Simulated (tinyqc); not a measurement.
What moves the magnetoresistance: exchange-split free-electron bands and tunnelling magnetoresistance.

Majority and minority bands E = c k^2/m -/+ Dx/2, c = hbar^2/2m0, so k_up = sqrt(m (EF + Dx/2)/c), k_dn = sqrt(m (EF - Dx/2)/c); n_s = k_s^3/(6 pi^2), D_s = m k_s/(4 pi^2 c).

Barrier: kappa = sqrt(mb phi/c), c = hbar^2/2m0. With a = k1/m, b = k2/m, w = kappa/mb, the transmission at normal incidence is T(k1, k2) = 4 a b w^2/[w^2 (a + b)^2 + (w^2 + a^2)(w^2 + b^2) sinh^2(kappa d)]. Parallel: G_P = T(up, up) + T(dn, dn); antiparallel: G_AP = 2 T(up, dn); TMR = (G_P - G_AP)/G_AP. Julliere: TMR = 2 P^2/(1 - P^2). Slonczewski factor: P_eff = P_k (w^2 - a_up a_dn)/(w^2 + a_up a_dn), P_k = (k_up - k_dn)/(k_up + k_dn).

Constants: hbar^2/2m0 = 3.80998211 eV angstrom^2.

Parameters, chosen for this exercise:
- EF = 3.54 eV (Fermi energy above the mean band bottom)
- Dx = 5.4 eV (exchange splitting)
- m = 0.87 m0 (mass in the electrodes)
- phi = 0.85 eV (barrier height above EF)
- mb = 0.62 m0 (mass in the barrier)
- d = 14.6 angstrom (barrier thickness)

All results formed anew. Each row changes one parameter from the base and keeps the others.

Results:
```
case,P_k,P_eff,TMR (%),G_P
base,0.4632,-0.1459,4.35,0.000116
Dx = 5.67 eV,0.5009,-0.1402,4.01,0.000113
EF = 3.894 eV,0.4030,-0.1626,5.43,0.000117
phi = 1.105 eV,0.4632,-0.0891,1.60,2.60e-05
mb = 0.496 m0,0.4632,-0.0978,1.94,0.000374
d = 16.6 angstrom,0.4632,-0.1459,4.35,2.62e-05
m = 1.044 m0,0.4632,-0.1068,2.31,0.000118
```

The largest shifts from the base row, up to three for each result and ties (the steps differ in size, so this ranks the rows, not the parameters). P_k: EF -0.0602, Dx +0.0377; unchanged at the printed digits by phi, mb, d and m. P_eff: phi +0.0568, mb +0.0480, m +0.0390; unchanged at the printed digits by d. TMR (%): phi -2.75, mb -2.41, m -2.04; unchanged at the printed digits by d. G_P: mb +0.000258, phi -9.00e-05, d -8.98e-05.

Program tinyqc; command `OMP_NUM_THREADS=1 python tinyqc.py 1681686 1681687 out.jsonl`; about 0.01 s on one thread of a shared Intel(R) Xeon(R) Processor @ 2.30GHz.
